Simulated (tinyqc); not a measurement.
Against thickness at fixed field: leakage through a gate insulator: direct, Fowler-Nordheim, trap-assisted and Poole-Frenkel currents. Computed by tinyqc, a small Python program. Command: `OMP_NUM_THREADS=1 python tinyqc.py 3021470 3021471 out.jsonl oxideleak walk`. One thread of a shared host (Intel(R) Xeon(R) Processor @ 2.30GHz), about 0.01 s of CPU time with the checks.

Electrons enter from the cathode Fermi level at x = 0; the conduction band of the insulator lies phi_b - e F x above it, F = V/t. WKB exponents use a parabolic band with mass m.

Inputs (values chosen for the exercise, with an insulator like SiO2):
```
quantity                          value   unit
thickness t                         5.5     nm
barrier phi_b                       3.2     eV
tunnelling mass m                  0.39    m_0
static constant eps_ox             3.87      -
voltage across the insulator V        3      V
trap depth phi_t                    2.6     eV
trap density N_t                1.7e+19  cm^-3
attempt rate nu_0                 1e+12    1/s
activation of capture E_a          0.28     eV
temperature T                       450      K
```

Constants: hbar^2/(2 m_0) = 3.80998212 eV angstrom^2; e = 1.602176634e-19 C; hbar = 1.054571817e-34 J s; k_B = 8.617333262e-05 eV/K.

Method:
- For a level a distance phi(x) below the band, the WKB exponent is 2 int kappa dx with kappa = sqrt(m phi/(hbar^2/2m_0)); for a linear barrier from phi_1 down to phi_2 = max(phi_1 - e F d, 0) it is G = (4/3) sqrt(m/(hbar^2/2m_0)) (phi_1^(3/2) - phi_2^(3/2))/(e F).
- J_tun = e^3 F^2/(16 pi^2 hbar m phi_b) x exp(-G) / [1 - sqrt(phi_2/phi_b)]^2 with the free-electron mass in the cathode (m in m_0), phi_2 = max(phi_b - e V, 0): direct tunnelling for e V < phi_b, Fowler-Nordheim above. Image forces, back-flow and the limit on supply are left out, so J_tun is overstated below about 0.5 V.
- Equivalent oxide thickness = 3.9 t/eps_ox.
- A trap at depth x lies phi_t below the band. Capture: tunnel at the cathode Fermi level from 0 to x (G_in from phi_1 = phi_b), rate nu_0 exp(-G_in - E_c/k_B T) with E_c = E_a + max(phi_b - phi_t - e F x, 0), the last term being the height of the trap above the cathode Fermi level. Emission: tunnel from the trap level to the anode (G_out from phi_1 = phi_t over t - x), rate nu_0 exp(-G_out - E_a/k_B T). Re-emission to the cathode follows from detailed balance, rate_back = rate_in exp(dE/k_B T) with dE = phi_b - phi_t - e F x. Each trap passes R = rate_in rate_out/(rate_in + rate_back + rate_out) electrons per second; filling from the anode is left out.
- J_TAT = e N_t int_0^t R dx by the midpoint rule on 400 intervals; the most effective depth is the midpoint with the largest R, rounded to 0.01 nm.

field F = 5.45455 MV/cm

Currents:
```
t (nm)   V (V)  J_tun (A/cm^2)  J_TAT (A/cm^2)
1.2     0.6545      7.0526e+03      3.7167e-04
1.6     0.8727      7.0052e+01      3.6134e-04
2.2     1.2000      1.2221e-01      1.7318e-04
3.0     1.6364      6.4030e-05      9.4226e-06
4.0     2.1818      2.1534e-08      1.3768e-07
5.5     3.0000      4.7428e-12      4.4123e-10
7.5     4.0909      1.3254e-12      3.1582e-12
10.0    5.4545      1.3254e-12      2.6815e-12
```

What does the comparison show, and why?

Between the first rows J_tun falls by 5.01 decades per nm. From t = phi_b/(e F) = 5.87 nm it stops changing, since a triangular barrier does not feel the thickness. J_TAT overtakes J_tun between 3 and 4 nm.

Extremes, crossings and ranges named in words are read from the listed rows.
